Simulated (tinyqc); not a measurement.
Worked calculation: vibrations of a mass or spring defect in a linear chain. Computed by tinyqc, a small Python program that keeps every step. Command: `OMP_NUM_THREADS=1 python tinyqc.py 3006989 3006990 out.jsonl localmode walk`. One thread of a shared host (Intel(R) Xeon(R) Processor @ 2.30GHz), about 0.01 s of CPU time with the checks. Intermediate numbers are printed to about 5 digits and carried at full precision; extremes and crossings named in words are read from the listed rows.

A ring of N atoms with nearest-neighbour springs k and motion along the chain. Atom 1 is the defect, of mass M', and its two springs are k'. Odd sites are A (the defect replaces an A atom), even sites B.

Inputs (values chosen for the exercise, for a model chain):
```
quantity                         value           unit
spring constant k                 4.26  eV/angstrom^2
mass M_A                          29.5              u
mass M_B                           104              u
defect mass M'                    20.8              u
spring ratio k'/k at the defect      1              -
atoms in the ring N                 12              -
isotope mass step                    2              u
```

Host: diatomic.

Constants: nu for 1 eV/(angstrom^2 u) = 15.6333042 THz.

## Band edges of the host

Host bands: lambda from 0 to 2k/M(heavy) and from 2k/M(light) to 2k (1/M_A + 1/M_B). nu = 15.6333042 THz x sqrt(lambda), lambda in eV/(angstrom^2 u).

band edges (THz): 0.0000  4.4746  8.4016  9.5188

## Dynamical matrix of the ring

D_ii = (sum of the two springs at i)/M_i, D_ij = -k_ij/sqrt(M_i M_j) for neighbours, closed into a ring.

D (eV/(angstrom^2 u)):
```
           1         2         3         4         5         6         7         8
1    0.40962  -0.09159   0.00000   0.00000   0.00000   0.00000   0.00000   0.00000
2   -0.09159   0.08192  -0.07691   0.00000   0.00000   0.00000   0.00000   0.00000
3    0.00000  -0.07691   0.28881  -0.07691   0.00000   0.00000   0.00000   0.00000
4    0.00000   0.00000  -0.07691   0.08192  -0.07691   0.00000   0.00000   0.00000
5    0.00000   0.00000   0.00000  -0.07691   0.28881  -0.07691   0.00000   0.00000
6    0.00000   0.00000   0.00000   0.00000  -0.07691   0.08192  -0.07691   0.00000
7    0.00000   0.00000   0.00000   0.00000   0.00000  -0.07691   0.28881  -0.07691
8    0.00000   0.00000   0.00000   0.00000   0.00000   0.00000  -0.07691   0.08192
9    0.00000   0.00000   0.00000   0.00000   0.00000   0.00000   0.00000  -0.07691
10   0.00000   0.00000   0.00000   0.00000   0.00000   0.00000   0.00000   0.00000
11   0.00000   0.00000   0.00000   0.00000   0.00000   0.00000   0.00000   0.00000
12  -0.09159   0.00000   0.00000   0.00000   0.00000   0.00000   0.00000   0.00000

           9        10        11        12
1    0.00000   0.00000   0.00000  -0.09159
2    0.00000   0.00000   0.00000   0.00000
3    0.00000   0.00000   0.00000   0.00000
4    0.00000   0.00000   0.00000   0.00000
5    0.00000   0.00000   0.00000   0.00000
6    0.00000   0.00000   0.00000   0.00000
7    0.00000   0.00000   0.00000   0.00000
8   -0.07691   0.00000   0.00000   0.00000
9    0.28881  -0.07691   0.00000   0.00000
10  -0.07691   0.08192  -0.07691   0.00000
11   0.00000  -0.07691   0.28881  -0.07691
12   0.00000   0.00000  -0.07691   0.08192
```

## Frequencies of the ring

Diagonalise D and leave out the zero eigenvalue of the uniform shift.

nonzero frequencies (THz): 2.021  2.040  3.715  3.733  4.475  8.477  8.764  8.973  9.302  9.447  10.594

1 mode(s) lie outside the host bands, at 10.594 THz.

## The highest mode of a long ring

The same matrix for 120 atoms; amplitudes are the mass-weighted eigenvector, in size, relative to the defect, for the highest mode; its weight is the squared component of the normalised eigenvector on the defect.

highest frequency, long ring = 10.593 THz

weight of the highest mode on the defect = 0.84328

amplitudes on atoms 1 to 8: 1.0000  0.2705  0.1361  0.0309  0.0156  0.0035  0.0018  0.0004

ratio to the top of the host band = 1.1129

A local mode: it lies 11.3 % above the host band and its amplitude falls by a factor 8.75 every two atoms beyond the first neighbour.

## Convergence with the size of the ring

The formulas are those given above.

Highest mode:
```
N    frequency (THz)  weight on the defect  modes outside the bands
4             10.639               0.80818                        1
6             10.599               0.83451                        1
8             10.594               0.84175                        1
12            10.594               0.84325                        1
20            10.593               0.84328                        1
40            10.593               0.84328                        1
80            10.593               0.84328                        1
120           10.593               0.84328                        1
```

The local mode is within 0.01 % of its final value from N = 8 on, and its weight on the defect settles at 0.843: a bound mode needs only a cell larger than its decay length.

## Isotope shift of the local mode

Raise M' by the isotope step in the 120-atom ring. First order, good only for a step much smaller than M': Delta nu/nu = -(1/2) (weight on the defect) Delta M'/M'; a defect vibrating against fixed neighbours would give sqrt(M'/(M' + step)) - 1.

shift, exact = -3.6952 %

shift, first order = -4.0542 %

shift, fixed neighbours = -4.4866 %

The shift is 82 % of the fixed-neighbour value; all other atoms together carry 16 % of the kinetic energy of the mode.

Checks made by the program: sum of eigenvalues against the trace of D (relative difference below 1e-10).
